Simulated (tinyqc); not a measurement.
Charge pumping in an n-channel transistor: scanning the upper gap with the fall time.

The gate is pulsed from accumulation to inversion and back. Energies E are counted from the intrinsic level; Dit(E) = D0 [1 + b (2 E/Eg)^2]. During each edge the traps near the bands emit their carriers, and those between Eh and Ee recombine once a cycle.

ni = sqrt(Nc Nv) exp(-Eg/(2 Vt)), Eg in volts; emission times te = (dV/Va) tf and th = (dV/Va) tr; Ee = -Vt ln(vth sn ni te), Eh = +Vt ln(vth sp ni th). Nit = integral of Dit from Eh to Ee = D0 [Ee - Eh + 4 b (Ee^3 - Eh^3)/(3 Eg^2)], Qcp = q A Nit, Icp = f Qcp.

Inputs (values chosen for the exercise); band and dielectric values close to those of silicon: temperature T = 300 K; band gap Eg = 1.13 eV; conduction-band density of states at 300 K Nc = 2.76e19 cm^-3; valence-band density of states at 300 K Nv = 2.62e19 cm^-3; gate area A = 3.5 um^2; trap density at midgap D0 = 1.6e10 cm^-2 eV^-1; rise of the trap density towards the band edges b = 3; cross-section for electrons sn = 9.7e-16 cm^2; cross-section for holes sp = 1.8e-16 cm^2; thermal velocity at 300 K, one nominal value for electrons and holes vth = 1.7e7 cm/s; Vth - Vfb dV = 1.02 V; pulse height Va = 2.9 V; frequency f = 55000 Hz; rise time tr = 380 ns.

Constants: q = 1.602176634e-19 C, kB = 1.380649e-23 J/K, Vt = kB T/q. Results are converted to the units shown.

The same in every row: Eh (eV) = -0.3244.

Result of one run:
```
tf (ns)  Ee (eV)  Nit (cm^-2)  Icp (pA)
1.2       0.4297     1.776e10     5.476
```

What becomes of these results when the fall time tf is changed from 1.2 to 590 ns, all else the same?

Result of the changed run:
```
tf (ns)  Ee (eV)  Nit (cm^-2)  Icp (pA)
590       0.2695     1.220e10     3.762
```

The whole series:
```
tf (ns)  Ee (eV)  Nit (cm^-2)  Icp (pA)
1.2       0.4297     1.776e10     5.476
4.2       0.3974     1.640e10     5.060
14        0.3662     1.522e10     4.695
50        0.3333     1.409e10     4.346
170       0.3017     1.311e10     4.042
590       0.2695     1.220e10     3.762
2000      0.2380     1.139e10     3.511
7000      0.2056     1.063e10     3.278
```

Ee falls from 0.430 to 0.206 eV, by Vt ln 10 a decade, and Icp falls from 5.48 to 3.28 pA. The slope -dNit/d(ln tf)/Vt gives Dit = 4.17e10 cm^-2 eV^-1 near E = 0.414 eV and 2.34e10 near 0.222 eV, against 4.17e10 and 2.34e10 from the profile.

Range of the model: The Fermi levels of inversion and accumulation are taken to lie beyond Ee and Eh, the flat tops to fill all traps, and no geometric current is added.

Program tinyqc, `OMP_NUM_THREADS=1 python tinyqc.py 2030135 2030136 out.jsonl`; Intel Xeon 2.30GHz, shared host, one thread, about 0.01 s.
